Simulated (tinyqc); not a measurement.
Inside a calculation. Method: UHF in the sto-3g basis, for H3, spin multiplicity 2. One step of it, computed by the program tinyqc.

Task: Iteration 2: diagonalisation and new density. Diagonalise F' = X^T F X, C = X C', fill 2 alpha and 1 beta electrons from the bottom; D(s) = C_occ C_occ^T. Each column has its largest component positive (the first on a tie).

F(alpha) (hartree):
```
           1H 1s      2H 1s      3H 1s
1H 1s  -0.195211  -0.365009  -0.365009
2H 1s  -0.365009  -0.386055  -0.046985
3H 1s  -0.365009  -0.046985  -0.386055
```

F(beta) (hartree):
```
           1H 1s      2H 1s      3H 1s
1H 1s  -0.283895  -0.316547  -0.316547
2H 1s  -0.316547   0.057118  -0.124948
3H 1s  -0.316547  -0.124948   0.057118
```

X:
```
           1H 1s      2H 1s      3H 1s
1H 1s   1.121306  -0.213663  -0.213663
2H 1s  -0.213663   1.059118   0.032066
3H 1s  -0.213663   0.032066   1.059118
```

Give: F' = X^T F X; orbital energies; coefficients C; F' = X^T F X; orbital energies; coefficients C; D(alpha) after iteration 2; D(beta) after iteration 2.

Result:

F' = X^T F X (alpha) (hartree):
```
         1        2        3
1   0.0648  -0.3322  -0.3322
2  -0.3322  -0.2753   0.0823
3  -0.3322   0.0823  -0.2753
```

orbital energies (alpha) (hartree): MO1 -0.5513, MO2 -0.3577, MO3 0.4231

coefficients C (alpha):
```
          MO1      MO2      MO3
1H 1s  0.4396   0.0000   1.0749
2H 1s  0.4840   0.7262  -0.6378
3H 1s  0.4840  -0.7262  -0.6378
```

F' = X^T F X (beta) (hartree):
```
         1        2        3
1  -0.0598  -0.3324  -0.3324
2  -0.3324   0.1903  -0.0018
3  -0.3324  -0.0018   0.1903
```

orbital energies (beta) (hartree): MO1 -0.4218, MO2 0.1921, MO3 0.5505

coefficients C (beta):
```
          MO1      MO2      MO3
1H 1s  0.7040   0.0000   0.9236
2H 1s  0.3015   0.7262  -0.7417
3H 1s  0.3015  -0.7262  -0.7417
```

D(alpha) after iteration 2:
```
        1H 1s    2H 1s    3H 1s
1H 1s  0.1933   0.2128   0.2128
2H 1s  0.2128   0.7617  -0.2932
3H 1s  0.2128  -0.2932   0.7617
```

D(beta) after iteration 2:
```
        1H 1s   2H 1s   3H 1s
1H 1s  0.4956  0.2123  0.2123
2H 1s  0.2123  0.0909  0.0909
3H 1s  0.2123  0.0909  0.0909
```
